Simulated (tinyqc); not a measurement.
## Voltage drop against the factor on the load at the hot node

A grid of 13 by 13 nodes with segments Rx (rows) and Ry (columns); every node draws I1 and the central node kh I1; pads with resistance Rp sit at the nodes whose row and column are multiples of the pitch, counting from 0. The drops u = Vdd - V follow from G u = i, with G the conductance matrix and i the load currents, solved directly. Here the pitch is 4.

Inputs (values chosen for the exercise): supply voltage Vdd = 0.8 V; resistance of a horizontal segment Rx = 0.31 ohm; resistance of a vertical segment Ry = 0.72 ohm; resistance from a pad node to the supply Rp = 0.054 ohm; load current of a node in the large grid I1 = 0.08 mA.

Voltage drop against the factor on the load at the hot node:

| kh | pads | worst drop (mV) | mean drop (mV) | largest drop at a pad (mV) | largest pad current (mA) | worst drop over Vdd (%) |
|---|---|---|---|---|---|---|
| 1 | 16 | 0.2628 | 0.1894 | 0.06297 | 1.166 | 0.03285 |
| 2 | 16 | 0.2809 | 0.1910 | 0.06368 | 1.179 | 0.03512 |
| 5 | 16 | 0.3354 | 0.1956 | 0.06580 | 1.218 | 0.04193 |
| 10 | 16 | 0.4262 | 0.2034 | 0.06934 | 1.284 | 0.05328 |
| 20 | 16 | 0.6078 | 0.2189 | 0.07641 | 1.415 | 0.07598 |
| 50 | 16 | 1.153 | 0.2656 | 0.09764 | 1.808 | 0.1441 |
| 100 | 16 | 2.061 | 0.3433 | 0.1330 | 2.463 | 0.2576 |

What does the table show?

The worst drop rises from 0.263 to 2.06 mV and the mean drop rises from 0.189 to 0.343 mV. The drops are linear in the loads, so the mean grows by 0.00155 mV for each unit of kh in every row.

tinyqc, about 0.09 s, one thread, Intel Xeon 2.30GHz (shared host): `OMP_NUM_THREADS=1 python tinyqc.py 2770213 2770214 out.jsonl`
